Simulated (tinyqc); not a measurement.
Precursor delivery by bubblers, mass-transport growth and the solid composition of a III-V alloy: one step, computed by the program tinyqc.

1 sccm = 44.615 micromol/min; 1 torr = 133.322 Pa. The sources decompose fully at the surface.

Task: Partial pressures in the reactor. p_i = p n_i/(44615 F_t), F_t in slm; p_V = p F_V/(1000 F_t), counted per molecule supplied; V/III = 44.615 F_V/(n1 + n2); vapour fraction of source 2 = n2/(n1 + n2).

Inputs (values chosen for the exercise, modelled on triethylgallium (source 1) and trimethylindium (source 2) for the vapour pressures):
```
quantity             value  unit
bath temperature T1    294     K
bath temperature T2    294     K
total flow F_t          27   slm
group-V flow F_V        57  sccm
reactor pressure p     200  torr
```

molar flow 1 = 15.39660 micromol/min

molar flow 2 = 13.93357 micromol/min

Give: p_1; p_2; p_V; V/III ratio; vapour fraction of source 2.

Result:

p_1 = 0.0025563 torr

p_2 = 0.0023134 torr

p_V = 0.42222 torr

V/III ratio = 86.704

vapour fraction of source 2 = 0.47506
